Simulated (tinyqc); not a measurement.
Delay unit and parasitic delay from two ring oscillators.

Problem. A ring of 51 inverters oscillates at 1/(2 x 51 d), with stage delay d = tau (h + p) for fan-out h. Find tau, p and the delay at fan-out 4.

frequencies of 51-stage ring oscillators with fan-out 2 and 5 (GHz): [1.1569960, 0.60691868]

Solution. d is a straight line in h with slope tau and intercept tau p.

tau = 2.56 ps
p = 1.31
delay at fan-out 4 = 13.6 ps

Program tinyqc, `OMP_NUM_THREADS=1 python tinyqc.py 2082180 2082181 out.jsonl`; Intel Xeon 2.30GHz, shared host, one thread, about 0.01 s.
